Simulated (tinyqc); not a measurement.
## Narrowing from the saturation current

Inverse problem. A uniform n-type emitter has J0 = (q p0 D/L)(s + tanh(W/L))/(1 + s tanh(W/L)), D = mup Vt, s = S L/D, and p0 = (ni^2/N) exp(dE_app/kB T), where dE_app = dEg + kB T ln[(N/Nc) exp(-eta)]. Find p0, dE_app and dEg.

Values chosen for this exercise; band and dielectric values close to those of silicon: temperature T = 300 K; conduction-band density of states at 300 K Nc = 2.79e19 cm^-3; ionised donor density N = 2.3e20 cm^-3; minority-hole mobility mup = 240 cm^2/(V s); emitter width W = 190 nm; recombination velocity at the contact S = 1.5e6 cm/s.

Constants: q = 1.602176634e-19 C, kB = 1.380649e-23 J/K, Vt = kB T/q. Results are converted to the units shown.

J0 = 190.34629 fA/cm^2
L = 255.26000 nm
ni = 8.7833597e9 cm^-3
converged eta = 4.7538570

Answer. J0 gives p0, its ratio to ni^2/N gives dE_app, and the degeneracy term is taken off.

p0 = 3.52 cm^-3
dE_app = 60.8 meV
dEg = 129 meV

Computed by the program tinyqc: `OMP_NUM_THREADS=1 python tinyqc.py 2330022 2330023 out.jsonl`, one thread of a shared Intel Xeon 2.30GHz, about 0.01 s for the whole run.
